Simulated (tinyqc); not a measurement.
Pariser-Parr-Pople SCF with singles CI, for the molecule NC1=CC2=CC=CC2=C1 (SMILES; centres numbered as the heavy atoms are written), step by step. One step of it, computed by the program tinyqc.

Problem. Iteration 1: Fock matrix. F_rr = H_rr + P_rr gamma_rr / 2 + sum_(s != r) P_ss gamma_rs; F_rs = H_rs - P_rs gamma_rs / 2; E = tr P (H + F) / 2 + core repulsion sum_(r<s) z_r z_s gamma_rs.

P at the start, lower triangle:
```
           1N         2C         3C         4C         5C         6C         7C        8C
1N   0.609686
2C   0.724249   1.045260
3C   0.195006   0.474656   1.225268
4C  -0.299243  -0.086782   0.638210   1.091289
5C   0.026532  -0.046063  -0.192304   0.522704   1.317017
6C   0.257998   0.059264  -0.161569  -0.110539   0.650849   1.077906
7C   0.026532  -0.046063   0.141029  -0.143962  -0.349650   0.650849   1.317017
8C  -0.299243  -0.086782  -0.028457   0.424622  -0.143962  -0.110539   0.522704  1.091289
9C   0.195006   0.474656  -0.441398  -0.028457   0.141029  -0.161569  -0.192304  0.638210

          9C
9C  1.225268
```

core matrix H (eV), lower triangle:
```
            1N          2C          3C          4C          5C          6C          7C          8C
1N  -60.126128
2C   -2.140000  -64.602585
3C    0.000000   -2.390000  -60.595010
4C    0.000000    0.000000   -2.390000  -64.048013
5C    0.000000    0.000000    0.000000   -2.390000  -55.560514
6C    0.000000    0.000000    0.000000    0.000000   -2.390000  -53.031481
7C    0.000000    0.000000    0.000000    0.000000    0.000000   -2.390000  -55.560514
8C    0.000000    0.000000    0.000000   -2.390000    0.000000    0.000000   -2.390000  -64.048013
9C    0.000000   -2.390000    0.000000    0.000000    0.000000    0.000000    0.000000   -2.390000

            9C
9C  -60.595010
```

repulsion gamma_rs (eV), lower triangle:
```
           1N         2C         3C         4C         5C         6C         7C         8C
1N  15.820000
2C   8.264877  11.950000
3C   5.330834   7.796271  11.950000
4C   3.821751   5.612833   7.793599  11.950000
5C   2.812001   3.732819   4.926427   7.796640  11.950000
6C   2.482079   3.218984   3.731945   5.612833   7.794392  11.950000
7C   2.812001   3.732819   3.893456   5.612093   5.610685   7.794392  11.950000
8C   3.821751   5.612833   5.610959   7.795555   5.612093   5.612833   7.796640  11.950000
9C   5.330834   7.796271   5.610685   5.610959   3.893456   3.731945   4.926427   7.793599

           9C
9C  11.950000
```

Centres (angstrom, eV; a flat drawing with bonds scaled to 1.40 angstrom):
```
centre          x          y  core charge z          W   gamma_rr
1N      -3.159000   0.000000              2  25.450000  15.820000
2C      -1.759000   0.000000              1  10.570000  11.950000
3C      -0.937000  -1.133000              1  10.570000  11.950000
4C       0.395000  -0.700000              1  10.570000  11.950000
5C       1.726000  -1.133000              1  10.570000  11.950000
6C       2.549000   0.000000              1  10.570000  11.950000
7C       1.726000   1.133000              1  10.570000  11.950000
8C       0.395000   0.700000              1  10.570000  11.950000
9C      -0.937000   1.133000              1  10.570000  11.950000
```

Give: F; pi energy.

Solution.

F (eV), lower triangle:
```
          1N       2C       3C       4C       5C       6C       7C       8C
1N  -15.1775
2C   -5.1329  -8.6606
3C   -0.5198  -4.2403  -4.7333
4C    0.5718   0.2435  -4.8770  -0.6896
5C   -0.0373   0.0860   0.4737  -4.4277  -0.8446
6C   -0.3202  -0.0954   0.3015   0.3102  -4.9265   0.2134
7C   -0.0373   0.0860  -0.2745   0.4040   0.9809  -4.9265  -0.8446
8C    0.5718   0.2435   0.0798  -4.0451   0.4040   0.3102  -4.4277  -0.6896
9C   -0.5198  -4.2403   1.2383   0.0798  -0.2745   0.3015   0.4737  -4.8770

         9C
9C  -4.7333
```

pi energy = -125.6160 eV
